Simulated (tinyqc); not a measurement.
Plane-wave Kohn-Sham cycle with exchange-only LDA in a layered model solid, step by step. Computed by tinyqc, a small Python program that keeps every step. Settings: points = 16, plane-wave index or count = 2, electrons = 4, k points = 4, area = 16.0, mixing = 0.5, iteration cap = 52. Command: `OMP_NUM_THREADS=1 python tinyqc.py 30261 30262 out.jsonl` (the two numbers bound the seeds that draw the settings). One thread of a shared host (Intel(R) Xeon(R) Processor @ 2.60GHz), about 0.04 s of CPU time with the checks. Later iterations appear only in the table of the cycle.

## Iteration 1: potential

A solid whose potential varies along x alone (atomic units):
```
parameter                      value
period a                   12.600000
cross-section of the cell  16.000000
electrons per cell                 4
grid points                       16
plane waves -n..n, n               2
k points                           4
V1 in V1 cos(2 pi x/a)     -0.260000
V2 in V2 cos(4 pi x/a)      0.140000
```

density at the start, on the grid x_j = j a/N (e/bohr^3): [0.01984127, 0.01984127, 0.01984127, 0.01984127, 0.01984127, 0.01984127, 0.01984127, 0.01984127, 0.01984127, 0.01984127, 0.01984127, 0.01984127, 0.01984127, 0.01984127, 0.01984127, 0.01984127]

V_H(G) = 4 pi rho(G)/G^2 for G != 0 (uniform background); v_x = -(3 rho/pi)^(1/3); V = V_ext + V_H + v_x; Fourier components f(G_m) = (1/N) sum_j f(x_j) exp(-i G_m x_j).

Potentials on the grid (hartree):
```
x              V_ext       V_H        v_x          V
0.000000   -0.120000  0.000000  -0.266592  -0.386592
0.787500   -0.141214  0.000000  -0.266592  -0.407806
1.575000   -0.183848  0.000000  -0.266592  -0.450440
2.362500   -0.198493  0.000000  -0.266592  -0.465085
3.150000   -0.140000  0.000000  -0.266592  -0.406592
3.937500    0.000503  0.000000  -0.266592  -0.266089
4.725000    0.183848  0.000000  -0.266592  -0.082744
5.512500    0.339204  0.000000  -0.266592   0.072612
6.300000    0.400000  0.000000  -0.266592   0.133408
7.087500    0.339204  0.000000  -0.266592   0.072612
7.875000    0.183848  0.000000  -0.266592  -0.082744
8.662500    0.000503  0.000000  -0.266592  -0.266089
9.450000   -0.140000  0.000000  -0.266592  -0.406592
10.237500  -0.198493  0.000000  -0.266592  -0.465085
11.025000  -0.183848  0.000000  -0.266592  -0.450440
11.812500  -0.141214  0.000000  -0.266592  -0.407806
```

V(G_m), m = 0, 1, 2, ... (hartree): [-0.266592, -0.130000, 0.070000, 0.000000, 0.000000]

## Iteration 1: Hamiltonian at one k

k = 0.125000 2 pi / a

H(m,m') = (k + G_m)^2/2 delta + V(G_m - G_m'), with V(-G) = V(G).

H (hartree), order -2, -1, +0, +1, +2:
$$\begin{pmatrix}
0.170519 & -0.130000 & 0.070000 & 0.000000 & 0.000000 \\
-0.130000 & -0.171399 & -0.130000 & 0.070000 & 0.000000 \\
0.070000 & -0.130000 & -0.264649 & -0.130000 & 0.070000 \\
0.000000 & 0.070000 & -0.130000 & -0.109232 & -0.130000 \\
0.000000 & 0.000000 & 0.070000 & -0.130000 & 0.294852
\end{pmatrix}$$

## Iteration 1: levels at that k

Diagonalise the Hermitian matrix.

eigenvalues (hartree): [-0.377709, -0.248831, -0.048866, 0.235757, 0.359739]

## Iteration 1: new density

Motion across x is left out: the lowest 2 band(s) hold two electrons at each of the k points (j + 1/2)/nk - 1/2. Residual R = rho(out) - rho(in); rho(new) = rho(in) + 0.5 R. rho(out) = 2/(a A nk) sum |psi|^2 with psi = sum c exp(i G x). Harris energy E = band energy - dV sum rho (V_H/2 + v_x) + (3/4) dV sum rho v_x with rho(in), dV = a A/N, band energy = (2/nk) sum of the filled levels.

rho(out) (e/bohr^3): [0.02363216, 0.02802300, 0.03540803, 0.03575142, 0.02657995, 0.01418377, 0.00529658, 0.00140689, 0.00052888, 0.00140689, 0.00529658, 0.01418377, 0.02657995, 0.03575142, 0.03540803, 0.02802300]

density after iteration 1 (e/bohr^3): [0.02173671, 0.02393213, 0.02762465, 0.02779635, 0.02321061, 0.01701252, 0.01256892, 0.01062408, 0.01018507, 0.01062408, 0.01256892, 0.01701252, 0.02321061, 0.02779635, 0.02762465, 0.02393213]

energy per cell = -0.99085075 hartree

## Iteration 2: potential

As before.

Potentials on the grid (hartree):
```
x              V_ext        V_H        v_x          V
0.000000   -0.120000   0.354662  -0.274824  -0.040162
0.787500   -0.141214   0.345738  -0.283782  -0.079258
1.575000   -0.183848   0.303880  -0.297684  -0.177652
2.362500   -0.198493   0.203804  -0.298300  -0.292988
3.150000   -0.140000   0.044988  -0.280901  -0.375912
3.937500    0.000503  -0.139040  -0.253268  -0.391805
4.725000    0.183848  -0.302266  -0.228958  -0.347377
5.512500    0.339204  -0.410502  -0.216482  -0.287780
6.300000    0.400000  -0.447867  -0.213458  -0.261325
7.087500    0.339204  -0.410502  -0.216482  -0.287780
7.875000    0.183848  -0.302266  -0.228958  -0.347377
8.662500    0.000503  -0.139040  -0.253268  -0.391805
9.450000   -0.140000   0.044988  -0.280901  -0.375912
10.237500  -0.198493   0.203804  -0.298300  -0.292988
11.025000  -0.183848   0.303880  -0.297684  -0.177652
11.812500  -0.141214   0.345738  -0.283782  -0.079258
```

V(G_m), m = 0, 1, 2, ... (hartree): [-0.262939, 0.057633, 0.056232, -0.002616, -0.000203]

## Iteration 2: Hamiltonian at one k

k = 0.125000 2 pi / a

As before.

H (hartree), order -2, -1, +0, +1, +2:
$$\begin{pmatrix}
0.174171 & 0.057633 & 0.056232 & -0.002616 & -0.000203 \\
0.057633 & -0.167746 & 0.057633 & 0.056232 & -0.002616 \\
0.056232 & 0.057633 & -0.260997 & 0.057633 & 0.056232 \\
-0.002616 & 0.056232 & 0.057633 & -0.105580 & 0.057633 \\
-0.000203 & -0.002616 & 0.056232 & 0.057633 & 0.298505
\end{pmatrix}$$

## Iteration 2: levels at that k

As before.

eigenvalues (hartree): [-0.299172, -0.207077, -0.062766, 0.192932, 0.314436]

## Iteration 2: new density

As before.

rho(out) (e/bohr^3): [0.00293312, 0.00486251, 0.01097568, 0.02058814, 0.02980171, 0.03315357, 0.02866866, 0.02076086, 0.01690495, 0.02076086, 0.02866866, 0.03315357, 0.02980171, 0.02058814, 0.01097568, 0.00486251]

density after iteration 2 (e/bohr^3): [0.01233492, 0.01439732, 0.01930017, 0.02419224, 0.02650616, 0.02508304, 0.02061879, 0.01569247, 0.01354501, 0.01569247, 0.02061879, 0.02508304, 0.02650616, 0.02419224, 0.01930017, 0.01439732]

energy per cell = -0.93261473 hartree

## Convergence

Stop when sqrt(dV sum R^2) is below 1e-8, dV = a A/N.

Course of the cycle:
```
iteration  E (hartree)  norm of the residual
1          -0.99085075              1.87e-01
2          -0.93261473              1.98e-01
3          -1.04195943              2.05e-01
4          -1.00061875              2.26e-01
5          -1.13421615              2.28e-01
6          -1.01297476              2.30e-01
7          -1.14041190              2.30e-01
8          -1.01241958              2.29e-01
9          -1.13889346              2.29e-01
10         -1.01222381              2.29e-01
11         -1.13869252              2.29e-01
...                ...                   ...
42         -1.01222159              2.29e-01
43         -1.13870188              2.29e-01
44         -1.01222159              2.29e-01
45         -1.13870188              2.29e-01
46         -1.01222159              2.29e-01
47         -1.13870188              2.29e-01
48         -1.01222159              2.29e-01
49         -1.13870188              2.29e-01
50         -1.01222159              2.29e-01
51         -1.13870188              2.29e-01
52         -1.01222159              2.29e-01
```

Not converged within 52 iterations: the residual has stopped falling: the iteration swings between two states. Reruns (cap 100 unless said): mixing 0.1: not converged; mixing 0.5, Kerker q0 1.0: converged in 43 (E = -0.76124); mixing 0.3, Pulay depth 5: converged in 11 (E = -0.76124); the original settings with a cap of 400: not converged.
